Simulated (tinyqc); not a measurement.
Band bending at a free surface with one surface level, surface photovoltage and Kelvin probe: one step of the calculation.

n-type bulk, xi = Ec - EF = Vt ln(Nc/Nd), p0 = ni^2/Nd, ni = sqrt(Nc Nv) exp(-Eg/(2 Vt)), Eg in volts. b is the upward band bending, u = b/Vt. Space charge per area, in units of q: Qc = sign(b) sqrt((2 eps0 eps_r Vt/q) [(Nd + dn)(exp(-u) - 1) + Nd u + (p0 + dn)(exp(u) - 1)]), with dn the excess density under light (flat quasi-Fermi levels; 0 in the dark). The level holds -Ns f, f = 1/(1 + exp((xi + b - Es)/Vt)). Neutrality: Qc + Qf + (charge of the states) = 0.

Question. Surface photovoltage. Under chopped light the surface charge keeps its dark value, so b falls to bL with Qc(bL, dn) = Qc(b, 0); the photovoltage is b - bL. Qc rises with b, so bL follows by bisection.

Values chosen for this exercise; band and dielectric values close to those of germanium:
```
symbol,value,unit,meaning
T,300,K,temperature
Eg,0.657,eV,band gap
eps_r,16.2,,relative permittivity
Nc,1.03e19,cm^-3,conduction-band density of states at T
Nv,5.98e18,cm^-3,valence-band density of states at T
Nd,9.9e16,cm^-3,donor density
dn,1.3e14,cm^-3,excess carrier density under light
```

Constants: q = 1.602176634e-19 C, kB = 1.380649e-23 J/K, Vt = kB T/q, eps0 = 8.8541878128e-14 F/cm where lengths are in cm. Results are converted to the units shown.

converged b = 0.14622555 V

Find: bL; photovoltage; share of b removed; excess holes at the surface, dn exp(bL/Vt).

Answer.

bL = 0.13894 V
photovoltage = 7.2875 mV
share of b removed = 4.9837 %
excess holes at the surface, dn exp(bL/Vt) = 2.8054e16 cm^-3

tinyqc, about 0.01 s, one thread, Intel Xeon 2.30GHz (shared host): `OMP_NUM_THREADS=1 python tinyqc.py 2430093 2430094 out.jsonl`
